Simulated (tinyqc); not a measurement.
Quasi-harmonic thermal expansion with mode Grueneisen parameters: one step, computed by the program tinyqc.

A crystal with two atoms a cell; per atom there are 1 transverse acoustic (TA), 1/2 longitudinal acoustic (LA) and 3/2 optical (O) modes. Every frequency of group i scales as nu_i (V/V0)^(-gamma_i). The acoustic groups have Debye spectra, density 3 nu^2/nu_i^3 up to nu_i (40 Gauss-Legendre points); the optical group has one frequency. Static energy: E = (9 V0 B0/16) [y^3 B' + y^2 (2 - 4 y)], y = (V0/V)^(2/3) - 1, with pressure P_s = (3 B0/2) (z^7 - z^5) [1 + (3/4)(B' - 4)(z^2 - 1)], z = (V0/V)^(1/3).

Problem. Grueneisen's estimate. gamma_th = sum gamma_i C_i / sum C_i; volume expansion coefficient alpha_V = gamma_th C k_B/(B0 V0); linear coefficient alpha_V/3; first-order volume change P_ph/B0.

Inputs (values chosen for the exercise, modelled on silicon carbide): static volume V0 = 10.4 angstrom^3/atom; static bulk modulus B0 = 225 GPa; temperature T = 50 K.

Acoustic groups: Debye.

Groups:
```
group  h nu_i/(k_B T)  U_i (meV)     C_i (k_B)  gamma_i C_i (k_B)
TA           10.84629   17.59034    0.06012738        0.009620381
LA           16.98932   13.73381   0.007944320        0.008738752
O            23.90023   77.23359  3.574022e-08       3.466801e-08
```

phonon pressure at V0 = 1.430223 GPa

Constants: k_B = 8.617333262e-05 eV/K; 1 eV/angstrom^3 = 160.2176634 GPa.

Give: heat capacity C at V0; gamma_th at V0; linear expansion, Grueneisen estimate; first-order volume change.

Solution.

heat capacity C at V0 = 0.06807 k_B/atom

gamma_th at V0 = 0.2697

linear expansion, Grueneisen estimate = 0.03611 ppm/K

first-order volume change = 0.6357 %
